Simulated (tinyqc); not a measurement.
# Surface potential of a MOS transistor: implicit equation and explicit approximations: accuracy of the approximations against gate voltage

p-type body, charge-sheet picture, depletion and inversion only, full ionisation (an idealisation for deep acceptors), Boltzmann statistics (rough once Na exp(x - xn) passes about Nc/7). In units of Vt: xg = (Vg - Vfb)/Vt, x = psi/Vt, G = gamma/sqrt(Vt), xn = (2 phiF + Vc)/Vt. The implicit equation is (xg - x)^2 = G^2 [x - 1 + exp(x - xn)] for x above about 3. Cox = eps0 eox/tox.

ni = sqrt(Nc Nv) exp(-Eg/(2 Vt)), Eg in volts; phiF = Vt ln(Na/ni); gamma = sqrt(2 q eps0 eps_r Na)/Cox; VT = Vfb + Vt (xn + G sqrt(xn - 1)). Depletion value a = 1 + [sqrt(G^2/4 + xg - 1) - G/2]^2; inversion value b = xn + ln[(xg - xn)^2/G^2 - xn + 1] and first guess y = min(a, b) - ln(1 + exp(-|a - b|)) if a > xn + 1, else b = y = a; one second-order correction with D = exp(y - xn), p = 2 (xg - y) + G^2 (1 + D), w = (xg - y)^2 - G^2 (y - 1 + D): z = y + 2 w/(p + sqrt(p^2 - 2 (2 - G^2 D) w)), or the Newton step z = y + w/p where the root is not real. N_inv = (Cox Vt G/q) [sqrt(x - 1 + exp(x - xn)) - sqrt(x - 1)] at the root. Lambert form (Cox m Vt/q) W0[(G/(2 m sqrt(xn - 1))) exp((Vg - VT)/(m Vt))], m = 1 + G/(2 sqrt(xn - 1)). Errors under 1e-4 mV, and the linear form below VT, are printed as 0.

Parameters, values chosen for the exercise; band and dielectric values close to those of 4H silicon carbide: temperature T = 300 K; band gap Eg = 3.21 eV; relative permittivity eps_r = 9.72; conduction-band density of states at T Nc = 1.69e19 cm^-3; valence-band density of states at T Nv = 2.51e19 cm^-3; relative permittivity of the gate insulator (close to silicon dioxide) eox = 3.9; insulator thickness tox = 25 nm; acceptor density Na = 6.9e16 cm^-3; flat-band voltage Vfb = -0.53 V; channel-body voltage Vc = 0.5 V.

Constants: q = 1.602176634e-19 C, kB = 1.380649e-23 J/K, Vt = kB T/q, eps0 = 8.8541878128e-14 F/cm where lengths are in cm. Results are converted to the units shown.

Accuracy of the approximations against gate voltage:
```
Vg (V)  psi (V)   x - xn  error of y (mV)  error of z (mV)  N_inv (cm^-2)  Cox (Vg - VT)/q (cm^-2)  Lambert form (cm^-2)
4.32      3.099   -12.23                0                0        3.102e4                        0               2.771e4
4.52      3.255   -6.192           0.0115                0        1.267e7                        0               1.217e7
4.72      3.408  -0.2823             4.16         -2.80e-3        4.557e9                        0               4.558e9
4.92      3.486    2.751             14.5            -1.10       9.111e10                 1.690e11              9.188e10
5.12      3.512    3.747             10.1           -0.335       2.354e11                 3.414e11              2.374e11
5.32      3.527    4.303             7.49           -0.127       3.921e11                 5.138e11              3.954e11
5.52      3.537    4.693             6.07          -0.0653       5.535e11                 6.862e11              5.580e11
5.72      3.545    4.996             5.17          -0.0394       7.174e11                 8.587e11              7.231e11
5.92      3.551    5.245             4.55          -0.0263       8.828e11                 1.031e12              8.897e11
```

psi rises from 3.10 to 3.55 V and ends 5.2 Vt above 2 phiF + Vc. Among the rows the first guess is off by at most 14 mV (at Vg = 4.92 V) and the corrected value by at most 1.1 mV. In the last row the linear form is 17 % above N_inv and the Lambert form 0.78 % above it; in the first row the Lambert form is 11 % below it. For Vg = 5.12, 5.32, 5.52, 5.72, 5.92 the electron quasi-Fermi level lies less than 2 Vt below the band edge at the surface, or above it, where degeneracy and confinement, left out, matter.

Numbers from tinyqc (`OMP_NUM_THREADS=1 python tinyqc.py 2122109 2122110 out.jsonl`; about 0.01 s on one thread of a shared Intel Xeon 2.30GHz).
